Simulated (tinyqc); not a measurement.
Raising the sheet density: Gamma, L and X subbands of a thin body with non-parabolic valleys.

Hard walls, flat band, c = hbar^2/2m0, energies from the bulk Gamma edge. For a valley at angle theta to the normal 1/m_z = cos^2/ml + sin^2/mt and m_d = sqrt(ml mt^2/m_z). Subband n starts at E_v + e with e (1 + a e) = c (n pi/t)^2/m_z, and its density-of-states mass is taken as m_d (1 + 2 a e), without further growth at higher in-plane energy. Groups are named by valley and degeneracy.

n_i = g m/(2 pi c) kB T ln(1 + exp((EF - E_i)/kB T)), sum n_i = Ns (1e12/cm^2 = 1e-4/angstrom^2), c = hbar^2/2m0. Quantum capacitance Cq = 1602.176634 sum g m/(2 pi c) f_i in microfarad/cm^2 with f_i = 1/(1 + exp((E_i - EF)/kB T)); Cox = 34.5313/eot (one gate); C/Cox = Cq/(Cq + Cox), the centroid term left out.

Constants: hbar^2/2m0 = 3.80998211 eV angstrom^2; kB = 8.617333262e-05 eV/K.

Inputs chosen for the exercise (near those of a thin InAs channel; shifted at random, so the results belong to these values and not to a real crystal):
- face = 110 (surface)
- mG = 0.0264 m0 (Gamma mass)
- aG = 2.24 1/eV (Gamma non-parabolicity)
- EL = 0.727 eV (L edge above Gamma)
- mL = (0.648, 0.049) m0 (L valleys (four, along <111>): ml, mt)
- EX = 1.027 eV (X edge above Gamma)
- mX = (1.09, 0.158) m0 (X valleys (three, along <100>): ml, mt)
- aS = 0.51 1/eV (non-parabolicity of L and X)
- t = 86 angstrom (body thickness)
- T = 300 K (temperature)
- eot = 9 angstrom (equivalent oxide thickness)
- Nl = (0.5, 1, 2, 4, 7, 11, 16) x 1e12/cm^2 (sheet densities)

Fixed thickness, n = 1 to 8 of all groups; the gate overdrive above the lowest edge is (EF - E_lowest)/e + 0.1602177 Ns/Cox in volts.

Results:
```
Ns (1e12/cm^2)  EF - lowest (eV)  Gamma share (%)    Cq  C/Cox  overdrive (V)
0.5                        0.016            100.0  1.91  0.332          0.037
1.0                        0.052            100.0  2.57  0.401          0.093
4.0                        0.213            100.0  3.63  0.486          0.380
7.0                        0.303            100.0  7.11  0.650          0.595
11.0                       0.387            100.0  7.87  0.672          0.846
16.0                       0.485             99.9  8.78  0.696          1.153
```

Give the missing row, Ns (1e12/cm^2) = 2.0.

Computed row:
```
Ns (1e12/cm^2)  EF - lowest (eV)  Gamma share (%)    Cq  C/Cox  overdrive (V)
2.0                        0.109            100.0  2.89  0.430          0.193
```

The lowest subband is G1 n=1. At the highest density band filling takes 0.485 V of the 1.153 V overdrive. Cq grows from 1.9 to 8.8 microfarad/cm^2 while EF moves from +0.016 to +0.485 eV against the lowest edge; the Gamma share stays near 100 %.

(tinyqc, `OMP_NUM_THREADS=1 python tinyqc.py 1251121 1251122 out.jsonl`, Intel(R) Xeon(R) Processor @ 2.30GHz, 1 thread, shared host, about 0.04 s.)
